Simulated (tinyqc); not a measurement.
Inside a calculation. Model: lateral field, substrate current, probability of reaching the oxide barrier and hot-carrier lifetime of a silicon transistor (pseudo-two-dimensional and lucky-electron models). Computed by tinyqc, a small Python program that keeps every step. Command: `OMP_NUM_THREADS=1 python tinyqc.py 3011673 3011674 out.jsonl hotcar walk`. One thread of a shared host (Intel(R) Xeon(R) Processor @ 2.30GHz), about 0.01 s of CPU time with the checks. Intermediate numbers are printed to about 6 digits and carried at full precision; extremes and crossings named in words are read from the listed rows.

Local-field models: a lucky carrier gains its energy at the peak field over a path free of collisions. Voltages are magnitudes.

Inputs (values chosen for the exercise, modelled on a silicon n-channel): channel length L = 280 nm; oxide thickness t = 7.1 nm; junction depth x_j = 42 nm; mobility mu = 370 cm^2/(V s); saturation velocity v_s = 0.88 1e7 cm/s; threshold voltage V_T = 0.6 V; gate voltage V_G = 1.2 V; drain voltage V_D = 2.2 V; ionisation prefactor A_i = 2.1e+06 1/cm; ionisation field B_i = 1.65 MV/cm; hot-carrier mean free path lambda = 8.5 nm; oxide barrier phi_b = 3.1 eV; interface-trap threshold phi_it = 3.8 eV; lifetime constant H = 9 s microampere/micrometre.

Drain: abrupt.

Constants: eps_0 = 8.8541878128e-12 F/m.

## Saturation point and current

C_ox = 3.9 eps_0/t; F_sat = 2 v_s/mu; V_Dsat = V_ov F_sat L/(V_ov + F_sat L), V_ov = V_G - V_T; I_D/W = C_ox v_s (V_ov - V_Dsat).

F_sat = 47.5676 kV/cm

V_Dsat = 0.413654 V

drain current I_D/W = 79.7549 microampere/micrometre

## Peak lateral field

Scale length l = 0.22 t^(1/3) x_j^(1/2) (all in cm); F_m = sqrt(((V_D - V_Dsat)/l_e)^2 + F_sat^2), with l_e = l; length of the velocity-saturated region l_e ln((V_D - V_Dsat)/(l_e F_sat) + F_m/F_sat).

scale length l = 40.2223 nm

peak field F_m = 446.659 kV/cm

velocity-saturated length = 117.849 nm

energy gained over one free path, e lambda F_m = 0.379660 eV

The field rises from F_sat to F_m as cosh(x/l_e), a factor 9.4, over 42 % of L. Caution: the empirical formula for l was fitted to oxides of about 15 nm or more; for thinner ones it is an extrapolation. Caution: e V_D is below phi_b or phi_it, so the available energy, not the field, limits hot carriers, and the lucky-electron formulas overstate them.

## Hot-carrier currents and lifetime

Substrate current I_sub/I_D = (A_i/B_i)(V_D - V_Dsat) exp(-B_i/F_m); probability of reaching the oxide barrier exp(-phi_b/(e lambda F_m)); lifetime tau = (H/(I_D/W)) exp(phi_it/(e lambda F_m)).

I_sub/I_D = 0.0565425

substrate current I_sub/W = 4.50954 microampere/micrometre

probability of reaching phi_b = 2.84378e-04

lifetime tau = 2507.97 s

exponent m = phi_it/(e lambda B_i) = 2.70945

Since both exponentials depend on 1/F_m, tau I_D scales about as (I_sub/I_D)^(-m) with m = 2.71, which lets I_sub serve as the monitor. The lifetime is 7.95e-6 times ten years (3.156e8 s).

## Substrate current against gate voltage

The formulas are those given above.

At the given drain voltage:
```
V_G (V)  V_Dsat (V)  I_D/W (microampere/micrometre)  F_m (kV/cm)  I_sub/W (microampere/micrometre)  tau (s)
0.69       0.084303                           2.438      528.148                           0.28870  17512.2
0.78       0.158570                           9.172      509.761                           0.93627   6317.2
0.93       0.264472                          28.045      483.553                           2.27761   3323.2
1.10       0.363529                          58.409      459.052                           3.75131   2613.7
1.30       0.458845                         103.213      435.489                           5.17405   2505.2
1.60       0.571164                         183.539      407.743                           6.65114   2832.8
1.90       0.657876                         274.825      386.340                           7.53535   3472.9
2.10       0.705478                         340.051      374.598                           7.90378   4033.9
2.40       0.765482                         442.768      359.806                           8.24189   5060.3
```

I_sub rises over the whole table: the growing drain current outweighs the fall of F_m. The shortest lifetime among the rows lies at V_G = 1.3 V, below that of the largest I_sub, since tau depends more steeply on the field.

## Extrapolating accelerated tests

V_10 solves tau = 3.156e8 s at the given V_G. The extrapolation fits ln(tau) against 1/V_D at 1, 1.08, 1.16 and 1.25 times the given V_D (rounded to 3 digits) by least squares and reads off the same tau.

Stress points:
```
V_D (V)  1/V_D (1/V)  tau (s)
2.20        0.454545  2507.97
2.38        0.420168  1012.35
2.55        0.392157   493.62
2.75        0.363636   242.04
```

ten-year drain voltage V_10 = 1.21789 V

V_10 from the 1/V_D extrapolation = 1.09721 V

The extrapolation is 121 mV below the true value: ln(tau) is nearly linear in 1/(V_D - V_Dsat), not in 1/V_D, so the straight line errs on the safe side when one extrapolates down. At V_10 the available energy e V_D is below phi_it, so the model understates the lifetime there.

Checks made by the program: voltage drop as the integral of F_sat cosh(x/l_e) over the saturated length (relative difference below 1e-10).
